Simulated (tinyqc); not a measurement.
Coupled-perturbed Hartree-Fock on RHF in the sto-6g basis, for BeH2, spin multiplicity 1, step by step. Computed by tinyqc, a small Python program that keeps every step (integrals from PySCF). Settings: charge = 0, multiplicity = 1, basis = sto-6g, method = RHF, energy threshold = 1e-10, iteration cap = 65, orthogonalisation = symmetric, start = core, DIIS depth = 6. Command: `OMP_NUM_THREADS=1 python tinyqc.py 27288 27289 out.jsonl` (the two numbers bound the seeds that draw the settings). One thread of a shared host (Intel(R) Xeon(R) Processor @ 2.60GHz), about 0.3 s of CPU time with the checks. The early iterations of the SCF are left out here.

## One-electron integrals

Geometry (angstrom):
```
atom       x        y       z
Be    0.0000   0.0000  0.0000
H     0.0000   1.3490  0.0000
H     0.0000  -1.4060  0.0000
```

Basis sto-6g: exponents (1/bohr^2) and contraction coefficients of normalised primitives:
```
element  l (shell)  exponent  coefficient
Be           s (1)  312.8705       0.0092
Be           s (1)   57.3645       0.0494
Be           s (1)   16.0485       0.1685
Be           s (1)    5.5131       0.3706
Be           s (1)    2.1409       0.4165
Be           s (1)    0.8817       0.1303
Be           s (2)   13.6332      -0.0133
Be           s (2)    2.6984      -0.0470
Be           s (2)    0.8387      -0.0338
Be           s (2)    0.3227       0.2502
Be           s (2)    0.1401       0.5951
Be           s (2)    0.0642       0.2407
Be           p (3)   13.6332       0.0038
Be           p (3)    2.6984       0.0377
Be           p (3)    0.8387       0.1739
Be           p (3)    0.3227       0.4180
Be           p (3)    0.1401       0.4259
Be           p (3)    0.0642       0.1017
H            s (1)   35.5232       0.0092
H            s (1)    6.5131       0.0494
H            s (1)    1.8221       0.1685
H            s (1)    0.6260       0.3706
H            s (1)    0.2431       0.4165
H            s (1)    0.1001       0.1303
```

Overlap, kinetic and nuclear-attraction integrals over the contracted functions; the nuclear repulsion is the sum of Za Zb / Rab.

nuclear repulsion = 3.266656 hartree

overlap S, order 1Be 1s, 1Be 2s, 1Be 2px, 1Be 2py, 1Be 2pz, 2H 1s, 3H 1s:
$$\begin{pmatrix}
1.0000 & 0.2548 & 0.0000 & 0.0000 & 0.0000 & 0.0707 & 0.0623 \\
0.2548 & 1.0000 & 0.0000 & 0.0000 & 0.0000 & 0.4571 & 0.4344 \\
0.0000 & 0.0000 & 1.0000 & 0.0000 & 0.0000 & 0.0000 & 0.0000 \\
0.0000 & 0.0000 & 0.0000 & 1.0000 & 0.0000 & 0.5226 & -0.5059 \\
0.0000 & 0.0000 & 0.0000 & 0.0000 & 1.0000 & 0.0000 & 0.0000 \\
0.0707 & 0.4571 & 0.0000 & 0.5226 & 0.0000 & 1.0000 & 0.0336 \\
0.0623 & 0.4344 & 0.0000 & -0.5059 & 0.0000 & 0.0336 & 1.0000
\end{pmatrix}$$

kinetic energy T (hartree), order 1Be 1s, 1Be 2s, 1Be 2px, 1Be 2py, 1Be 2pz, 2H 1s, 3H 1s:
$$\begin{pmatrix}
6.7688 & -0.2074 & 0.0000 & 0.0000 & 0.0000 & -0.0140 & -0.0139 \\
-0.2074 & 0.2201 & 0.0000 & 0.0000 & 0.0000 & 0.0676 & 0.0593 \\
0.0000 & 0.0000 & 0.6613 & 0.0000 & 0.0000 & 0.0000 & 0.0000 \\
0.0000 & 0.0000 & 0.0000 & 0.6613 & 0.0000 & 0.1901 & -0.1720 \\
0.0000 & 0.0000 & 0.0000 & 0.0000 & 0.6613 & 0.0000 & 0.0000 \\
-0.0140 & 0.0676 & 0.0000 & 0.1901 & 0.0000 & 0.7685 & -0.0077 \\
-0.0139 & 0.0593 & 0.0000 & -0.1720 & 0.0000 & -0.0077 & 0.7685
\end{pmatrix}$$

nuclear attraction V (hartree), order 1Be 1s, 1Be 2s, 1Be 2px, 1Be 2py, 1Be 2pz, 2H 1s, 3H 1s:
$$\begin{pmatrix}
-15.4834 & -1.8465 & 0.0000 & -0.0015 & 0.0000 & -0.5621 & -0.4932 \\
-1.8465 & -3.0234 & 0.0000 & -0.0067 & 0.0000 & -1.3446 & -1.2547 \\
0.0000 & 0.0000 & -2.9488 & 0.0000 & 0.0000 & 0.0000 & 0.0000 \\
-0.0015 & -0.0067 & 0.0000 & -3.1722 & 0.0000 & -1.5101 & 1.4326 \\
0.0000 & 0.0000 & 0.0000 & 0.0000 & -2.9488 & 0.0000 & 0.0000 \\
-0.5621 & -1.3446 & 0.0000 & -1.5101 & 0.0000 & -2.9890 & -0.1107 \\
-0.4932 & -1.2547 & 0.0000 & 1.4326 & 0.0000 & -0.1107 & -2.9282
\end{pmatrix}$$

core Hamiltonian H = T + V (hartree), order 1Be 1s, 1Be 2s, 1Be 2px, 1Be 2py, 1Be 2pz, 2H 1s, 3H 1s:
$$\begin{pmatrix}
-8.7147 & -2.0539 & 0.0000 & -0.0015 & 0.0000 & -0.5761 & -0.5072 \\
-2.0539 & -2.8033 & 0.0000 & -0.0067 & 0.0000 & -1.2770 & -1.1954 \\
0.0000 & 0.0000 & -2.2875 & 0.0000 & 0.0000 & 0.0000 & 0.0000 \\
-0.0015 & -0.0067 & 0.0000 & -2.5110 & 0.0000 & -1.3200 & 1.2606 \\
0.0000 & 0.0000 & 0.0000 & 0.0000 & -2.2875 & 0.0000 & 0.0000 \\
-0.5761 & -1.2770 & 0.0000 & -1.3200 & 0.0000 & -2.2205 & -0.1184 \\
-0.5072 & -1.1954 & 0.0000 & 1.2606 & 0.0000 & -0.1184 & -2.1597
\end{pmatrix}$$

## Two-electron integrals

Functions are numbered as in S; the eight-fold symmetry (ij|kl) = (ji|kl) = (kl|ij) leaves the list below.

Two-electron integrals (ij|kl) in chemists' order, unique and non-zero (hartree):
```
(11|11) 2.3000      (21|11) 0.3619      (21|21) 0.0719      (22|11) 0.5703
(22|21) 0.1397      (22|22) 0.4178      (31|31) 0.0153      (32|31) 0.0226
(32|32) 0.0923      (33|11) 0.5703      (33|21) 0.1397      (33|22) 0.4178
(33|33) 0.4501      (41|41) 0.0153      (42|41) 0.0226      (42|42) 0.0923
(43|43) 0.0243      (44|11) 0.5703      (44|21) 0.1397      (44|22) 0.4178
(44|33) 0.4016      (44|44) 0.4501      (51|51) 0.0153      (52|51) 0.0226
(52|52) 0.0923      (53|53) 0.0243      (54|54) 0.0243      (55|11) 0.5703
(55|21) 0.1397      (55|22) 0.4178      (55|33) 0.4016      (55|44) 0.4016
(55|55) 0.4501      (61|11) 0.1037      (61|21) 0.0200      (61|22) 0.0385
(61|33) 0.0382      (61|41) 0.0020      (61|42) 0.0038      (61|44) 0.0392
(61|55) 0.0382      (61|61) 0.0059      (62|11) 0.2238      (62|21) 0.0555
(62|22) 0.1779      (62|33) 0.1715      (62|41) 0.0078      (62|42) 0.0438
(62|44) 0.1907      (62|55) 0.1715      (62|61) 0.0170      (62|62) 0.1084
(63|31) 0.0057      (63|32) 0.0250      (63|43) 0.0078      (63|63) 0.0106
(64|11) 0.2324      (64|21) 0.0585      (64|22) 0.1960      (64|33) 0.1845
(64|41) 0.0127      (64|42) 0.0686      (64|44) 0.2189      (64|55) 0.1845
(64|61) 0.0188      (64|62) 0.1364      (64|64) 0.1783      (65|51) 0.0057
(65|52) 0.0250      (65|54) 0.0078      (65|65) 0.0106      (66|11) 0.3888
(66|21) 0.0985      (66|22) 0.3502      (66|33) 0.3249      (66|41) 0.0171
(66|42) 0.1205      (66|44) 0.4008      (66|55) 0.3249      (66|61) 0.0313
(66|62) 0.2655      (66|64) 0.3561      (66|66) 0.7750      (71|11) 0.0911
(71|21) 0.0176      (71|22) 0.0339      (71|33) 0.0337      (71|41) -0.0017
(71|42) -0.0034     (71|44) 0.0345      (71|55) 0.0337      (71|61) 0.0047
(71|62) 0.0124      (71|64) 0.0125      (71|66) 0.0216      (71|71) 0.0045
(72|11) 0.2078      (72|21) 0.0516      (72|22) 0.1668      (72|33) 0.1606
(72|41) -0.0072     (72|42) -0.0416     (72|44) 0.1791      (72|55) 0.1606
(72|61) 0.0131      (72|62) 0.0553      (72|64) 0.0548      (72|66) 0.1008
(72|71) 0.0139      (72|72) 0.0973      (73|31) 0.0051      (73|32) 0.0229
(73|43) -0.0073     (73|63) 0.0043      (73|73) 0.0092      (74|11) -0.2198
(74|21) -0.0553     (74|22) -0.1869     (74|33) -0.1760     (74|41) 0.0117
(74|42) 0.0650      (74|44) -0.2089     (74|55) -0.1760     (74|61) -0.0135
(74|62) -0.0561     (74|64) -0.0530     (74|66) -0.1002     (74|71) -0.0157
(74|72) -0.1243     (74|74) 0.1644      (75|51) 0.0051      (75|52) 0.0229
(75|54) -0.0073     (75|65) 0.0043      (75|75) 0.0092      (76|11) 0.0200
(76|21) 0.0048      (76|22) 0.0142      (76|33) 0.0139      (76|41) -1.10e-05
(76|42) -7.94e-05   (76|44) 0.0148      (76|55) 0.0139      (76|61) 0.0013
(76|62) 0.0063      (76|64) 0.0071      (76|66) 0.0129      (76|71) 0.0012
(76|72) 0.0060      (76|74) -0.0069     (76|76) 4.95e-04    (77|11) 0.3737
(77|21) 0.0948      (77|22) 0.3410      (77|33) 0.3164      (77|41) -0.0160
(77|42) -0.1169     (77|44) 0.3903      (77|55) 0.3164      (77|61) 0.0237
(77|62) 0.1051      (77|64) 0.1021      (77|66) 0.1920      (77|71) 0.0265
(77|72) 0.2502      (77|74) -0.3399     (77|76) 0.0129      (77|77) 0.7750
```

## Orthogonalisation

S = U s U^T; symmetric (Loewdin) form X = U s^(-1/2) U^T, so that X^T S X = 1.

eigenvalues of S: [0.2542, 0.3646, 0.9399, 1.0000, 1.0000, 1.7030, 1.7383]

X, order 1Be 1s, 1Be 2s, 1Be 2px, 1Be 2py, 1Be 2pz, 2H 1s, 3H 1s:
$$\begin{pmatrix}
1.0271 & -0.1483 & 0.0000 & 0.0003 & 0.0000 & 0.0150 & 0.0170 \\
-0.1483 & 1.2396 & 0.0000 & 0.0183 & 0.0000 & -0.3153 & -0.2826 \\
0.0000 & 0.0000 & 1.0000 & 0.0000 & 0.0000 & 0.0000 & 0.0000 \\
0.0003 & 0.0183 & 0.0000 & 1.3576 & 0.0000 & -0.4428 & 0.4155 \\
0.0000 & 0.0000 & 0.0000 & 0.0000 & 1.0000 & 0.0000 & 0.0000 \\
0.0150 & -0.3153 & 0.0000 & -0.4428 & 0.0000 & 1.3036 & -0.1000 \\
0.0170 & -0.2826 & 0.0000 & 0.4155 & 0.0000 & -0.1000 & 1.2679
\end{pmatrix}$$

## Starting guess

The start is the orbitals of the core Hamiltonian; D = 2 C_occ C_occ^T.

D at the start, order 1Be 1s, 1Be 2s, 1Be 2px, 1Be 2py, 1Be 2pz, 2H 1s, 3H 1s:
$$\begin{pmatrix}
2.1303 & -0.4811 & 0.0000 & 0.0112 & 0.0000 & -0.0432 & -0.0286 \\
-0.4811 & 1.6749 & 0.0000 & -0.0610 & 0.0000 & 0.2477 & 0.1877 \\
0.0000 & 0.0000 & 0.0000 & 0.0000 & 0.0000 & 0.0000 & 0.0000 \\
0.0112 & -0.0610 & 0.0000 & 2.0096 & 0.0000 & 0.0149 & 0.0259 \\
0.0000 & 0.0000 & 0.0000 & 0.0000 & 0.0000 & 0.0000 & 0.0000 \\
-0.0432 & 0.2477 & 0.0000 & 0.0149 & 0.0000 & 0.0373 & 0.0285 \\
-0.0286 & 0.1877 & 0.0000 & 0.0259 & 0.0000 & 0.0285 & 0.0219
\end{pmatrix}$$

## Iteration 7 (converged): orbitals

converged F (hartree), order 1Be 1s, 1Be 2s, 1Be 2px, 1Be 2py, 1Be 2pz, 2H 1s, 3H 1s:
$$\begin{pmatrix}
-4.5901 & -1.2488 & 0.0000 & -0.0004 & 0.0000 & -0.3519 & -0.3105 \\
-1.2488 & -0.5956 & 0.0000 & -0.0085 & 0.0000 & -0.4115 & -0.3902 \\
0.0000 & 0.0000 & 0.2092 & 0.0000 & 0.0000 & 0.0000 & 0.0000 \\
-0.0004 & -0.0085 & 0.0000 & -0.2223 & 0.0000 & -0.3345 & 0.3259 \\
0.0000 & 0.0000 & 0.0000 & 0.0000 & 0.2092 & 0.0000 & 0.0000 \\
-0.3519 & -0.4115 & 0.0000 & -0.3345 & 0.0000 & -0.3141 & -0.0428 \\
-0.3105 & -0.3902 & 0.0000 & 0.3259 & 0.0000 & -0.0428 & -0.2904
\end{pmatrix}$$

Diagonalise F' = X^T F X, C = X C', fill 3 alpha and 3 beta electrons from the bottom; D = 2 C_occ C_occ^T. Each column has its largest component positive (the first on a tie).

F' = X^T F X (hartree):
$$\begin{pmatrix}
-4.4932 & -0.6516 & 0.0000 & 0.0029 & 0.0000 & -0.0604 & -0.0429 \\
-0.6516 & -0.0830 & 0.0000 & 0.0091 & 0.0000 & -0.3372 & -0.3142 \\
0.0000 & 0.0000 & 0.2092 & 0.0000 & 0.0000 & 0.0000 & 0.0000 \\
0.0029 & 0.0091 & 0.0000 & 0.2644 & 0.0000 & -0.4682 & 0.4501 \\
0.0000 & 0.0000 & 0.0000 & 0.0000 & 0.2092 & 0.0000 & 0.0000 \\
-0.0604 & -0.3372 & 0.0000 & -0.4682 & 0.0000 & 0.0960 & -0.1164 \\
-0.0429 & -0.3142 & 0.0000 & 0.4501 & 0.0000 & -0.1164 & 0.0829
\end{pmatrix}$$

orbital energies (hartree): MO1 -4.5917, MO2 -0.4522, MO3 -0.4140, MO4 0.2092, MO5 0.2092, MO6 0.4387, MO7 0.8862

coefficients C, order 1Be 1s, 1Be 2s, 1Be 2px, 1Be 2py, 1Be 2pz, 2H 1s, 3H 1s:
$$\begin{pmatrix}
0.9946 & -0.2092 & 0.0302 & 0.0000 & 0.0000 & -0.2083 & -0.0066 \\
0.0214 & 0.5530 & -0.0907 & 0.0000 & 0.0000 & 1.1901 & 0.0867 \\
0.0000 & 0.0000 & 0.0000 & 0.9922 & -0.1246 & 0.0000 & 0.0000 \\
0.0001 & 0.0754 & 0.4937 & 0.0000 & 0.0000 & -0.0408 & 1.4004 \\
0.0000 & 0.0000 & 0.0000 & 0.1246 & 0.9922 & 0.0000 & 0.0000 \\
-0.0021 & 0.4555 & 0.3442 & 0.0000 & 0.0000 & -0.7681 & -1.0436 \\
-0.0022 & 0.3298 & -0.4697 & 0.0000 & 0.0000 & -0.8214 & 0.9308
\end{pmatrix}$$

D after iteration 7, order 1Be 1s, 1Be 2s, 1Be 2px, 1Be 2py, 1Be 2pz, 2H 1s, 3H 1s:
$$\begin{pmatrix}
2.0680 & -0.1942 & 0.0000 & -0.0016 & 0.0000 & -0.1739 & -0.1708 \\
-0.1942 & 0.6289 & 0.0000 & -0.0061 & 0.0000 & 0.4413 & 0.4498 \\
0.0000 & 0.0000 & 0.0000 & 0.0000 & 0.0000 & 0.0000 & 0.0000 \\
-0.0016 & -0.0061 & 0.0000 & 0.4988 & 0.0000 & 0.4086 & -0.4140 \\
0.0000 & 0.0000 & 0.0000 & 0.0000 & 0.0000 & 0.0000 & 0.0000 \\
-0.1739 & 0.4413 & 0.0000 & 0.4086 & 0.0000 & 0.6520 & -0.0229 \\
-0.1708 & 0.4498 & 0.0000 & -0.4140 & 0.0000 & -0.0229 & 0.6587
\end{pmatrix}$$

Within a degenerate level the vectors are fixed only up to a rotation; this is one choice.

## Convergence

Stop when the energy changes by less than 1e-10 hartree and every element of the error matrix X^T (F D S - S D F) X is below 3e-06.

Course of the cycle:
```
iteration  E (hartree)     change  largest element of the error matrix
1           -15.201002          -                             5.63e-01
2           -15.716015  -5.15e-01                             5.16e-02
3           -15.718886  -2.87e-03                             1.34e-03
4           -15.718889  -3.36e-06                             2.25e-04
5           -15.718889  -1.16e-07                             1.24e-05
6           -15.718889  -1.73e-10                             2.58e-07
7           -15.718889  -1.14e-13                             3.85e-09
```

PySCF RHF in the same basis = -15.718889 hartree

Converged in 7 iterations.

## Populations, bond orders and dipole

Mulliken: Z minus the diagonal of D S on the atom; Loewdin: the same with S^(1/2) D S^(1/2); Mayer order: 2 sum_s sum (D(s) S)_ij (D(s) S)_ji over the two atoms.

Charges (e):
```
atom  Mulliken  Loewdin
1Be     0.1062   0.0839
2H     -0.0541  -0.0422
3H     -0.0521  -0.0418
```

Mayer bond orders:
```
pair   order
2-1   0.9964
3-1   0.9967
3-2   0.0006
```

dipole moment about the origin, x y z (debye): [0.0000, 0.0121, 0.0000]

## Integrals over molecular orbitals

(pq|rs) = sum C_ip C_jq C_kr C_ls (ij|kl), one index at a time.

one-electron integrals over orbitals h = C^T H C (hartree):
$$\begin{pmatrix}
-8.7056 & 0.2177 & -0.0323 & 0.0000 & 0.0000 & 0.2068 & 0.0060 \\
0.2177 & -2.4369 & -0.0105 & 0.0000 & 0.0000 & -0.1933 & -0.0433 \\
-0.0323 & -0.0105 & -2.3852 & 0.0000 & 0.0000 & 0.0530 & -0.2844 \\
0.0000 & 0.0000 & 0.0000 & -2.2875 & 0.0000 & 0.0000 & 0.0000 \\
0.0000 & 0.0000 & 0.0000 & 0.0000 & -2.2875 & 0.0000 & 0.0000 \\
0.2068 & -0.1933 & 0.0530 & 0.0000 & 0.0000 & -1.9347 & 0.0043 \\
0.0060 & -0.0433 & -0.2844 & 0.0000 & 0.0000 & 0.0043 & -1.8234
\end{pmatrix}$$

Two-electron integrals over orbitals (pq|rs), unique and non-zero (hartree):
```
(11|11) 2.2806      (21|11) -0.1937     (21|21) 0.0259      (22|11) 0.4828
(22|21) -0.0055     (22|22) 0.4107      (31|11) 0.0281      (31|21) -0.0028
(31|22) 0.0051      (31|31) 0.0062      (32|11) -0.0006     (32|21) 0.0026
(32|22) 0.0516      (32|31) 0.0124      (32|32) 0.1493      (33|11) 0.4499
(33|21) -0.0030     (33|22) 0.3918      (33|31) -0.0034     (33|32) -0.0427
(33|33) 0.4432      (41|41) 0.0160      (42|41) 0.0148      (42|42) 0.0477
(43|41) -0.0022     (43|42) -0.0049     (43|43) 0.0149      (44|11) 0.5701
(44|21) -0.0073     (44|22) 0.3657      (44|31) 0.0010      (44|32) 2.48e-04
(44|33) 0.3519      (44|44) 0.4501      (51|51) 0.0160      (52|51) 0.0148
(52|52) 0.0477      (53|51) -0.0022     (53|52) -0.0049     (53|53) 0.0149
(54|54) 0.0243      (55|11) 0.5701      (55|21) -0.0073     (55|22) 0.3657
(55|31) 0.0010      (55|32) 2.48e-04    (55|33) 0.3519      (55|44) 0.4016
(55|55) 0.4501      (61|11) -0.1946     (61|21) 0.0266      (61|22) -0.0071
(61|31) -0.0043     (61|32) -0.0005     (61|33) -0.0034     (61|44) -0.0049
(61|55) -0.0049     (61|61) 0.0278      (62|11) 0.1204      (62|21) -0.0069
(62|22) -0.0270     (62|31) 3.23e-04    (62|32) -0.0153     (62|33) -0.0408
(62|44) 0.0549      (62|55) 0.0549      (62|61) -0.0050     (62|62) 0.0776
(63|11) -0.0277     (63|21) 0.0009      (63|22) -0.0259     (63|31) -0.0019
(63|32) -0.0877     (63|33) 0.0347      (63|44) -0.0132     (63|55) -0.0132
(63|61) 0.0010      (63|62) -0.0053     (63|63) 0.0851      (64|41) 0.0164
(64|42) 0.0466      (64|43) -0.0078     (64|64) 0.0512      (65|51) 0.0164
(65|52) 0.0466      (65|53) -0.0078     (65|65) 0.0512      (66|11) 0.4843
(66|21) -0.0074     (66|22) 0.3906      (66|31) 2.57e-04    (66|32) -0.0082
(66|33) 0.4070      (66|44) 0.3665      (66|55) 0.3665      (66|61) -0.0071
(66|62) -0.0298     (66|63) 0.0121      (66|66) 0.4097      (71|11) -0.0070
(71|21) 0.0028      (71|22) 0.0060      (71|31) 0.0107      (71|32) 0.0188
(71|33) -0.0059     (71|44) -6.97e-05   (71|55) -6.97e-05   (71|61) 1.81e-04
(71|62) -0.0009     (71|63) -0.0011     (71|66) -0.0015     (71|71) 0.0212
(72|11) 0.0243      (72|21) -4.15e-04   (72|22) -0.0168     (72|31) 0.0037
(72|32) -0.0429     (72|33) 0.0070      (72|44) 0.0102      (72|55) 0.0102
(72|61) -0.0010     (72|62) 0.0213      (72|63) 0.0584      (72|66) -0.0018
(72|71) 0.0073      (72|72) 0.0598      (73|11) 0.1406      (73|21) -0.0046
(73|22) -0.0045     (73|31) -3.24e-04   (73|32) -1.84e-04   (73|33) -0.0199
(73|44) 0.0608      (73|55) 0.0608      (73|61) -0.0033     (73|62) 0.0713
(73|63) -0.0211     (73|66) -0.0230     (73|71) -0.0017     (73|72) 0.0087
(73|73) 0.0817      (74|41) 0.0008      (74|42) 0.0044      (74|43) 0.0132
(74|64) 0.0017      (74|74) 0.0167      (75|51) 0.0008      (75|52) 0.0044
(75|53) 0.0132      (75|65) 0.0017      (75|75) 0.0167      (76|11) -0.0017
(76|21) 0.0019      (76|22) 0.0436      (76|31) 0.0108      (76|32) 0.1356
(76|33) -0.0438     (76|44) 0.0006      (76|55) 0.0006      (76|61) -0.0008
(76|62) -0.0122     (76|63) -0.0921     (76|66) -0.0112     (76|71) 0.0166
(76|72) -0.0542     (76|73) 0.0027      (76|76) 0.1389      (77|11) 0.5714
(77|21) -0.0080     (77|22) 0.4277      (77|31) 0.0019      (77|32) 0.0151
(77|33) 0.4371      (77|44) 0.3885      (77|55) 0.3885      (77|61) -0.0085
(77|62) -0.0331     (77|63) -0.0045     (77|66) 0.4313      (77|71) 0.0006
(77|72) -0.0099     (77|73) -0.0073     (77|76) 0.0104      (77|77) 0.4834
```

## Response to a field: uncoupled start

dipole integrals <a|z|i> (bohr), order a4, a5, a6, a7:
$$\begin{pmatrix}
0.0182 & 0.1185 & -0.0183 \\
0.1451 & 0.9438 & -0.1454 \\
0.0000 & 0.0000 & 0.0000 \\
0.0000 & 0.0000 & 0.0000
\end{pmatrix}$$

Field along z; U_ai = -mu_ai / (e_a - e_i), alpha = -4 sum U_ai mu_ai.

uncoupled U, order a4, a5, a6, a7:
$$\begin{pmatrix}
-0.0038 & -0.1792 & 0.0293 \\
-0.0302 & -1.4271 & 0.2333 \\
0.0000 & 0.0000 & 0.0000 \\
0.0000 & 0.0000 & 0.0000
\end{pmatrix}$$

uncoupled polarisability = 5.6285 bohr^3

## Coupled step 1

U_ai = -(mu_ai + sum_bj [4 (ai|bj) - (ab|ij) - (aj|bi)] U_bj) / (e_a - e_i); alpha = -4 sum U_ai mu_ai.

U after step 1, order a4, a5, a6, a7:
$$\begin{pmatrix}
-0.0022 & -0.2386 & 0.0394 \\
-0.0178 & -1.9000 & 0.3139 \\
0.0000 & 0.0000 & 0.0000 \\
0.0000 & 0.0000 & 0.0000
\end{pmatrix}$$

polarisability = 7.4821 bohr^3

## Coupled step 2

As before.

U after step 2, order a4, a5, a6, a7:
$$\begin{pmatrix}
-0.0014 & -0.2584 & 0.0430 \\
-0.0112 & -2.0583 & 0.3425 \\
0.0000 & 0.0000 & 0.0000 \\
0.0000 & 0.0000 & 0.0000
\end{pmatrix}$$

polarisability = 8.1024 bohr^3

## Coupled polarisability

Repeat until U stops changing; compare with -d2E/dF2.

Course of the coupled iterations:
```
step  alpha (bohr^3)
0             5.6285
1             7.4821
2             8.1024
3             8.3111
4             8.3814
5             8.4051
6             8.4131
7             8.4158
8             8.4167
9             8.4170
10            8.4171
11            8.4171
12            8.4172
13            8.4172
14            8.4172
15            8.4172
16            8.4172
17            8.4172
18            8.4172
19            8.4172
20            8.4172
21            8.4172
```

coupled polarisability = 8.4172 bohr^3

finite-field check, fields of +/-0.001 au = 8.4171 bohr^3
